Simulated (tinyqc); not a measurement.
Raising the sheet density: Gamma, L and X subbands of a thin body with non-parabolic valleys.

Hard walls, flat band, c = hbar^2/2m0, energies from the bulk Gamma edge. For a valley at angle theta to the normal 1/m_z = cos^2/ml + sin^2/mt and m_d = sqrt(ml mt^2/m_z). Subband n starts at E_v + e with e (1 + a e) = c (n pi/t)^2/m_z, and its density-of-states mass is taken as m_d (1 + 2 a e), without further growth at higher in-plane energy. Groups are named by valley and degeneracy.

n_i = g m/(2 pi c) kB T ln(1 + exp((EF - E_i)/kB T)), sum n_i = Ns (1e12/cm^2 = 1e-4/angstrom^2), c = hbar^2/2m0. Quantum capacitance Cq = 1602.176634 sum g m/(2 pi c) f_i in microfarad/cm^2 with f_i = 1/(1 + exp((E_i - EF)/kB T)); Cox = 34.5313/eot (one gate); C/Cox = Cq/(Cq + Cox), the centroid term left out.

Constants: hbar^2/2m0 = 3.80998211 eV angstrom^2; kB = 8.617333262e-05 eV/K.

Parameters, chosen for this exercise (near those of a thin GaAs channel; the results hold for these values, not for the real material):
- face = 100 (surface)
- mG = 0.0672 m0 (Gamma mass)
- aG = 0.56 1/eV (Gamma non-parabolicity)
- EL = 0.238 eV (L edge above Gamma)
- mL = (1.904, 0.073) m0 (L valleys (four, along <111>): ml, mt)
- EX = 0.422 eV (X edge above Gamma)
- mX = (1.257, 0.231) m0 (X valleys (three, along <100>): ml, mt)
- aS = 0.4 1/eV (non-parabolicity of L and X)
- t = 68 angstrom (body thickness)
- T = 300 K (temperature)
- eot = 7 angstrom (equivalent oxide thickness)
- Nl = (0.5, 1, 2, 4, 7, 11, 16) x 1e12/cm^2 (sheet densities)

Fixed thickness, n = 1 to 8 of all groups; the gate overdrive above the lowest edge is (EF - E_lowest)/e + 0.1602177 Ns/Cox in volts.

Results:

| Ns (1e12/cm^2) | EF - lowest (eV) | Gamma share (%) | Cq | C/Cox | overdrive (V) |
|---|---|---|---|---|---|
| 0.5 | -0.005 | 98.9 | 2.33 | 0.321 | 0.011 |
| 1.0 | 0.022 | 98.4 | 3.65 | 0.425 | 0.054 |
| 2.0 | 0.059 | 96.8 | 5.00 | 0.503 | 0.124 |
| 4.0 | 0.111 | 88.0 | 7.94 | 0.617 | 0.241 |
| 7.0 | 0.152 | 68.7 | 17.70 | 0.782 | 0.379 |
| 11.0 | 0.178 | 51.3 | 32.88 | 0.870 | 0.535 |
| 16.0 | 0.197 | 39.3 | 49.07 | 0.909 | 0.717 |

The lowest subband is G1 n=1. At the highest density band filling takes 0.197 V of the 0.717 V overdrive. Cq grows from 2.3 to 49.1 microfarad/cm^2, helped by heavier valleys that begin to fill: the Gamma share falls from 99 % to 39 %.

Program tinyqc; command `OMP_NUM_THREADS=1 python tinyqc.py 1252529 1252530 out.jsonl`; about 0.02 s on one thread of a shared Intel(R) Xeon(R) Processor @ 2.30GHz.
